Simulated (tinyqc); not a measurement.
Junction parameters from two forward currents.

Inverse problem. D(v) = J1 (exp(v/Vt) - 1) + J2 (exp(v/(2 Vt)) - 1). Find J1, J2 and the voltage 2 Vt ln(J2/J1) near which both parts are equal.

Parameters, values chosen for the exercise:

| symbol | value | unit | meaning |
|---|---|---|---|
| T | 330 | K | temperature |

Constants: q = 1.602176634e-19 C, kB = 1.380649e-23 J/K, Vt = kB T/q. Results are converted to the units shown.

junction voltages (V): [0.25, 0.62]
currents (uA/um): [1.3675081e-6, 0.0035406699]

Solution. The current is linear in J1 and J2, so two points give two equations.

J1 = 8.900e-13 uA/um
J2 = 1.700e-8 uA/um
crossover = 0.5606 V

tinyqc, about 0.2 s, one thread, Intel Xeon 2.30GHz (shared host): `OMP_NUM_THREADS=1 python tinyqc.py 2182170 2182171 out.jsonl`
